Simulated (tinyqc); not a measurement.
## Off-state leakage of single and stacked transistors: leakage components against the body voltage

n-channel devices of unit width. Subthreshold current I(Vg, Vs, Vd) = I0 (T/300 K)^0.5 exp[(Vg - Vs - VT(T) - gb (Vs - Vb) + dd (Vd - Vs))/(nf Vt)] (1 - exp(-(Vd - Vs)/Vt)), VT(T) = VT - cT (T - 300 K). Gate-edge tunnelling Ig (Vd/1 V) exp(ag (Vd - 1 V)), for a gate at 0 V, and band-to-band leakage Ab u exp(-Bb/u), u = Vd - Vb + 1 V, flow at a drain held at V; both are taken as independent of T. In a stack of off transistors (all gates at 0 V) the same subthreshold current passes through each.

One transistor with Vg = Vs = 0, Vd = V; stack factor I(one)/I(two in series).

Parameters, values chosen for the exercise; values of the order met in bulk silicon logic transistors:

| symbol | value | unit | meaning |
|---|---|---|---|
| T | 358 | K | temperature |
| V | 1.1 | V | supply voltage |
| VT | 0.42 | V | threshold at 300 K, zero drain and body bias |
| cT | 0.9 | mV/K | fall of the threshold with temperature |
| I0 | 0.6 | uA/um | current at threshold at 300 K |
| nf | 1.47 |  | slope factor |
| dd | 0.11 |  | drain-induced lowering per volt |
| gb | 0.12 |  | rise of the threshold per volt of source-body bias |
| Ig | 0.0007 | uA/um | gate-edge tunnelling current at 1 V |
| ag | 4.2 | 1/V | exponential slope of the gate current |
| Ab | 200 | uA/(um V) | prefactor of band-to-band leakage at the drain |
| Bb | 29 | V | its exponential voltage |

Constants: q = 1.602176634e-19 C, kB = 1.380649e-23 J/K, Vt = kB T/q. Results are converted to the units shown.

The same in every row: gate edge (nA/um) = 1.172; stack factor = 12.14.

Result of one run:

| subthreshold (nA/um) | band-to-band (nA/um) | total (nA/um) | largest part |
|---|---|---|---|
| 0.3417 | 26.33 | 27.85 | band-to-band |

Which body voltage Vb gave this result: 0, -0.4, -0.6, -0.8 or -1.4 V?

Vb = -0.8 V.

The whole series:

| Vb (V) | subthreshold (nA/um) | band-to-band (nA/um) | total (nA/um) | largest part |
|---|---|---|---|---|
| 0.2 | 4.818 | 0.08935 | 6.079 | subthreshold |
| 0 | 2.838 | 0.4225 | 4.433 | subthreshold |
| -0.2 | 1.672 | 1.538 | 4.381 | subthreshold |
| -0.4 | 0.9848 | 4.583 | 6.740 | band-to-band |
| -0.6 | 0.5801 | 11.69 | 13.44 | band-to-band |
| -0.8 | 0.3417 | 26.33 | 27.85 | band-to-band |
| -1 | 0.2013 | 53.66 | 55.03 | band-to-band |
| -1.2 | 0.1186 | 100.7 | 102.0 | band-to-band |
| -1.4 | 0.06985 | 176.5 | 177.7 | band-to-band |

As Vb goes from 0.2 to -1.4, the total leakage goes from 6.08 through a minimum of 4.38 (at Vb = -0.2 among the rows listed) to 178 nA/um. The subthreshold part leads at Vb = 0.2, the band-to-band part from -0.4 on. The exact minimum lies at Vb = -0.109 V: reverse body bias lowers the subthreshold part by a decade every nf Vt ln 10/gb = 0.870 V but raises the band-to-band part. The reduction by a stack of two stays at 12.1, for the subthreshold part alone. For Vb = 0.2 the body is forward biased; the junction current, left out, is still small at this voltage.

Numbers from tinyqc (`OMP_NUM_THREADS=1 python tinyqc.py 2242068 2242069 out.jsonl`; about 0.04 s on one thread of a shared Intel Xeon 2.30GHz).
